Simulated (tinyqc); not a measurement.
From results back to parameters: Koster-Slater impurity in an sp3s* host.

Problem. In the Koster-Slater model a defect shifts the s level of its site by Vs and the p levels by Vp; an A1 level solves 1/Vs = G_s(E) and a T2 level 1/Vp = G_p(E), E from the top of the valence band. A defect has an A1 level at E = 3.9230 eV, one of the energies of the table, and a T2 level at 1.3077 eV.

G(E) of the host (1/eV):

| E (eV) | G_s | G_p |
|---|---|---|
| 0.0000 | -0.0043300 | 0.0495007 |
| 0.6538 | -0.0085721 | 0.0302786 |
| 1.3077 | -0.0131557 | 0.0177737 |
| 1.9615 | -0.0183273 | 0.0073034 |
| 2.6154 | -0.0244350 | -0.0025190 |
| 3.2692 | -0.0320672 | -0.0126470 |
| 3.9230 | -0.0424010 | -0.0242936 |
| 4.5769 | -0.0584745 | -0.0401782 |
| 5.2307 | -0.0957396 | -0.0749555 |

Find: Vs, Vp.

Solution. Read G_s and G_p at the two energies and invert them. Vs is attractive and pulls its level down from the conduction bands. Vp is repulsive and pushes its level up from the valence bands.

Vs, Vp (eV): -23.6  56.3

Program tinyqc; command `OMP_NUM_THREADS=1 python tinyqc.py 1452164 1452165 out.jsonl`; about 0.02 s on one thread of a shared Intel(R) Xeon(R) Processor @ 2.30GHz.
